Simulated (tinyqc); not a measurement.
Switching kinetics of a ferroelectric film and the memory window of a ferroelectric gate stack: one step, computed by the program tinyqc. Command: `OMP_NUM_THREADS=1 python tinyqc.py 3004602 3004603 out.jsonl feswitch walk`. One thread of a shared host (Intel(R) Xeon(R) Processor @ 2.30GHz), about 0.02 s of CPU time with the checks.

Fields in MV/cm; 1 microcoulomb/cm^2 over eps_0 is 11.29409 MV/cm. In the stack (metal, ferroelectric, interlayer, channel) the channel is taken as a conductor.

Problem. Memory window. Saturated branches: P(E) = P_s tanh[(E -/+ E_c)/(2 delta)], delta = E_c/ln[(1 + P_r/P_s)/(1 - P_r/P_s)]; D = P + eps_0 eps_F E. At threshold the channel charge is negligible, so D = 0 on each branch: (1 - s) P(E) + eps_0 eps_F E = 0, with the screened share s. The rising branch has the root E0 between 0 and E_c; window = 2 E0 t_F; its upper bound is 2 E_c t_F.

Inputs (values chosen for the exercise, for a model film):
```
quantity                                 value               unit
saturation polarisation P_s                 30  microcoulomb/cm^2
ratio P_r/P_s                             0.84                  -
coercive field E_c                         1.3              MV/cm
permittivity of the ferroelectric eps_F     24                  -
thickness t_F                               24                 nm
share s of P screened by trapped charge   0.81                  -
```

delta = 0.5322749 MV/cm

Give: field E0; memory window; bound 2 E_c t_F; fixed-charge estimate 2 (1 - s) P_r t_F/(eps_0 eps_F).

Solution.

field E0 = 0.9196 MV/cm

memory window = 4.414 V

bound 2 E_c t_F = 6.24 V

fixed-charge estimate 2 (1 - s) P_r t_F/(eps_0 eps_F) = 10.82 V

Charge and coercive field both limit the window.
